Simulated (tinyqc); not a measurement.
Quantum point contact as a saddle point with Zeeman splitting: two steps of the calculation.

Potential V0 - m wx^2 x^2/2 + m wy^2 y^2/2; energies are counted from V0. Mode n = 0, 1, ... transmits T_n(E) = 1/(1 + exp(-2 pi (E - E_n)/wx)), E_n = wy (n + 1/2) +/- Ez/2 for the two spins, Ez = gs muB B, muB = q hbar/(2 m0); each spin carries q^2/h.

Values chosen for this exercise:
- T = 0.5 K (temperature)
- wy = 3.4 meV (transverse quantum hbar wy)
- wx = 1.5 meV (curvature of the barrier hbar wx)
- mu = 1.11 meV (Fermi level above the saddle point)
- gs = 3.5 (size of the g factor)
- B = 12 T (in-plane magnetic field)
- nE = 11 (points of the energy grid)
- xm = 7 (half-range of the grid in kB T)

Constants: q = 1.602176634e-19 C, kB = 1.380649e-23 J/K, hbar = 1.054571817e-34 J s, h = 6.62607015e-34 J s, m0 = 9.1093837015e-31 kg, Vt = kB T/q. Results are converted to the units shown.

Question 1. Transmissions at the Fermi level. At zero temperature g = G/(2 q^2/h) = (1/2) sum T_n(mu); Fano factor sum T_n (1 - T_n)/sum T_n. Modes beyond those listed are in the sums but add less than 1e-4 to g.

Give: E_n; T_n; g; G; Fano factor.

Answer 1.

```
mode  E_n (meV)     T_n
0-        0.484  0.9322
1-        3.884  0.0000
0+        2.916  0.0005
1+        6.316  0.0000
```

g = 0.4663
G = 36.13 uS
Fano factor = 0.06837

Question 2. Thermal average on a coarse grid. g(T) = int g(E) (-df/dE) dE = int g(mu + x kB T) dx/(4 cosh^2(x/2)), g(E) the zero-temperature value at E, g = G/(2 q^2/h). Simpson's rule on nE equally spaced x from -xm to xm.

Wanted: x; E; g(E); weight; integral of the weight; g(T); g(T) divided by the integral of the weight.

Answer 2.

```
point        x  E (meV)     g(E)   weight
0      -7.0000   0.8084  0.39771  0.00091
1      -5.6000   0.8687  0.41678  0.00367
2      -4.2000   0.9290  0.43291  0.01456
3      -2.8000   0.9894  0.44634  0.05404
4      -1.4000   1.0497  0.45737  0.15868
5       0.0000   1.1100  0.46634  0.25000
6       1.4000   1.1703  0.47359  0.15868
7       2.8000   1.2306  0.47941  0.05404
8       4.2000   1.2910  0.48407  0.01456
9       5.6000   1.3513  0.48782  0.00367
10      7.0000   1.4116  0.49085  0.00091
```

integral of the weight = 1.0063
g(T) = 0.46792
g(T) divided by the integral of the weight = 0.46497

Range of the model: Orbital effects of the in-plane field and interactions (such as the 0.7 feature) are left out.

tinyqc, about 0.03 s, one thread, Intel Xeon 2.30GHz (shared host): `OMP_NUM_THREADS=1 python tinyqc.py 2740024 2740025 out.jsonl`
